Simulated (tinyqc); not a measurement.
One-electron ion in a basis of Gaussians, step by step. One step of it, computed by the program tinyqc.

Task: Matrices over normalised Gaussians. With p = a_i + a_j and I(k) = Gamma((k+1)/2) / (2 p^((k+1)/2)): S = I(2l+2), T = (2l+3) a_i a_j S / p, V = -Z I(2l+1), each divided by sqrt(S_ii S_jj).

exponents of r^l exp(-a r^2) (1/bohr^2): 0.023010  0.106000  0.488000

Z = 3

l = 2

Give: S; T; V.

Result:

S, lower triangle:
```
        1       2       3
1  1.0000
2  0.3927  1.0000
3  0.0459  0.3930  1.0000
```

T (hartree), lower triangle:
```
        1       2       3
1  0.0805
2  0.0520  0.3710
3  0.0071  0.2396  1.7080
```

V (hartree), lower triangle:
```
         1        2        3
1  -0.3873
2  -0.2547  -0.8313
3  -0.0593  -0.5468  -1.7836
```
